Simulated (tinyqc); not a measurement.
# Hot electrons in a saturated n-channel MOSFET, lucky-electron model: effects of single changes

Beyond pinch-off the lateral field grows as Esat cosh(y/l) over the velocity-saturated region (pseudo-two-dimensional model). Impact ionisation in this region gives the substrate current, which biases the body forward through Rsub. Currents are per width. Local-field laws: they overstate ionisation when the field peak is narrower than an energy relaxation length.

Values chosen for this exercise; values close to those of silicon n-channel devices:
```
symbol,value,unit,meaning
L,0.35,um,channel length
tox,8.3,nm,oxide thickness
xj,100,nm,junction depth
VT,0.8,V,threshold
mu,300,cm^2/(V s),effective mobility
vs,9.8e6,cm/s,saturation velocity
Ai,2e6,1/cm,ionisation prefactor
Bi,1.76,MV/cm,ionisation field
Rd,400,ohm um,resistance of the lightly doped drain
Rsub,14000,ohm um,substrate resistance
kb,0.39,,fall of VT per volt of forward body bias
m,3,,lifetime exponent
Hl,7500,s uA/um,lifetime constant
Vd,2.8,V,drain voltage
Vg,2,V,gate voltage
```

Constants: eps0 = 8.8541878128e-14 F/cm where lengths are in cm. Results are converted to the units shown.

Each table varies one quantity; the others keep the values above.

## Effect of the channel length

Cox = 3.9 eps0/tox, l = sqrt(3 tox xj), Esat = 2 vs/mu. Overdrive g = Vg - VT + kb Vb; Vdsat = g Esat L/(g + Esat L); Id = Cox vs (g - Vdsat); dV = Vd - Id Rd - Vdsat; Em = sqrt((dV/l)^2 + Esat^2); Isub = Id (Ai/Bi) l Em exp(-Bi/Em). Vb = Rsub Isub is solved self-consistently. Lifetime tau = (Hl/Id)(Isub/Id)^(-m); 1 year = 3.15576e7 s.

Results:

| L (um) | Id (uA/um) | Em (MV/cm) | Isub (uA/um) | Isub/Id | tau (years) |
|---|---|---|---|---|---|
| 0.17 | 272.3 | 0.4261 | 10.58 | 0.03885 | 0.01488 |
| 0.25 | 217.3 | 0.4079 | 6.721 | 0.03094 | 0.03695 |
| 0.35 | 174.0 | 0.3929 | 4.394 | 0.02525 | 0.08481 |
| 0.49 | 136.4 | 0.3793 | 2.833 | 0.02077 | 0.1944 |
| 0.7 | 103.2 | 0.3670 | 1.775 | 0.01720 | 0.4526 |
| 1.4 | 57.10 | 0.3495 | 0.7356 | 0.01288 | 1.947 |

Estimate the missing row, L = 0.99 um.

Computed row:

| L (um) | Id (uA/um) | Em (MV/cm) | Isub (uA/um) | Isub/Id | tau (years) |
|---|---|---|---|---|---|
| 0.99 | 77.30 | 0.3572 | 1.135 | 0.01468 | 0.9712 |

With this row back in the table: As L goes from 0.17 to 1.4 um, Em falls from 0.426 to 0.349 MV/cm, Isub falls from 10.6 to 0.736 uA/um and tau rises from 0.0149 to 1.95 years. From the first row to the last, log10(tau) changes by 2.1: 1.4 from (Isub/Id)^(-m), which holds Em and l, and 0.68 from 1/Id. At L = 0.17 um the saturated region takes over 60 % of L, so using the full L in Vdsat is rough.

## Effect of the oxide thickness

Same model as above.

Effect of the oxide thickness:

| tox (nm) | Id (uA/um) | Em (MV/cm) | Isub (uA/um) | Isub/Id | tau (years) |
|---|---|---|---|---|---|
| 4.6 | 353.39 | 0.49522 | 21.137 | 0.059814 | 0.0031427 |
| 5.7 | 268.55 | 0.45856 | 12.461 | 0.046400 | 0.0088586 |
| 7.1 | 207.16 | 0.41986 | 6.8959 | 0.033288 | 0.031102 |
| 8.7 | 165.29 | 0.38492 | 3.8170 | 0.023093 | 0.11676 |
| 11 | 128.81 | 0.34691 | 1.8265 | 0.014180 | 0.64711 |
| 13 | 108.35 | 0.32171 | 1.0410 | 0.0096073 | 2.4735 |
| 17 | 82.458 | 0.28473 | 0.39393 | 0.0047773 | 26.434 |

As tox goes from 4.6 to 17 nm, Em falls from 0.495 to 0.285 MV/cm, Isub falls from 21.1 to 0.394 uA/um and tau rises from 0.00314 to 26.4 years. From the first row to the last, log10(tau) changes by 3.9: 3.3 from (Isub/Id)^(-m), which holds Em and l, and 0.63 from 1/Id.

## Effect of the drain voltage

Same model as above.

Effect of the drain voltage:

| Vd (V) | Id (uA/um) | Em (MV/cm) | Isub (uA/um) | Isub/Id | tau (years) |
|---|---|---|---|---|---|
| 1.7 | 168.4 | 0.1816 | 0.01073 | 6.371e-5 | 5.456e6 |
| 1.9 | 168.5 | 0.2195 | 0.06896 | 4.093e-4 | 2.057e4 |
| 2.1 | 168.7 | 0.2579 | 0.2681 | 0.001589 | 351.0 |
| 2.3 | 169.3 | 0.2966 | 0.7536 | 0.004450 | 15.93 |
| 2.5 | 170.6 | 0.3352 | 1.702 | 0.009977 | 1.403 |
| 2.7 | 172.6 | 0.3737 | 3.297 | 0.01910 | 0.1976 |
| 2.9 | 175.7 | 0.4119 | 5.722 | 0.03257 | 0.03916 |
| 3.1 | 180.1 | 0.4496 | 9.162 | 0.05086 | 0.01003 |

As Vd goes from 1.7 to 3.1 V, Em rises from 0.182 to 0.450 MV/cm, Isub rises from 0.0107 to 9.16 uA/um and tau falls from 5.46e6 to 0.0100 years. The slope of ln(tau) against 1/Vd is 90.1 V between the first two rows and 61.2 V between the last two; ten years are last met at Vd = 2.3 V among the rows. For Vd = 1.7 to 1.9 V tau is a far extrapolation that only says that hot carriers are no limit.

Numbers from tinyqc (`OMP_NUM_THREADS=1 python tinyqc.py 2550029 2550030 out.jsonl`; about 0.01 s on one thread of a shared Intel Xeon 2.30GHz).
